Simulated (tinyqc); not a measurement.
From results back to parameters: Lorentz oscillators and the Kramers-Kronig relations. Three cases, with inputs chosen for the exercise.

Problem. At normal incidence from vacuum the amplitude r = (1 - N)/(1 + N) with N = n + i k is written r = -sqrt(R) exp(i theta). R and the phase theta are given.

Find: n; k; eps1; eps2.

Method. N = (1 - r)/(1 + r) = (1 + sqrt(R) exp(i theta))/(1 - sqrt(R) exp(i theta)); eps = N^2.

Case 1.

R = 0.756455
theta = 1.534401 rad

Solution.

n = 0.144
k = 1.027
eps1 = -1.03
eps2 = 0.30

Case 2.

R = 0.537170
theta = 0.206866 rad

Solution.

n = 4.512
k = 2.935
eps1 = 11.74
eps2 = 26.48

Case 3.

R = 0.758638
theta = 1.240060 rad

Solution.

n = 0.202
k = 1.381
eps1 = -1.87
eps2 = 0.56

Computed by tinyqc, one run a case: `OMP_NUM_THREADS=1 python tinyqc.py N N+1 out.jsonl` with N = 1650481, 1650524, 1650534; one thread of a shared Intel(R) Xeon(R) Processor @ 2.30GHz, about 0.2 s a run at most.
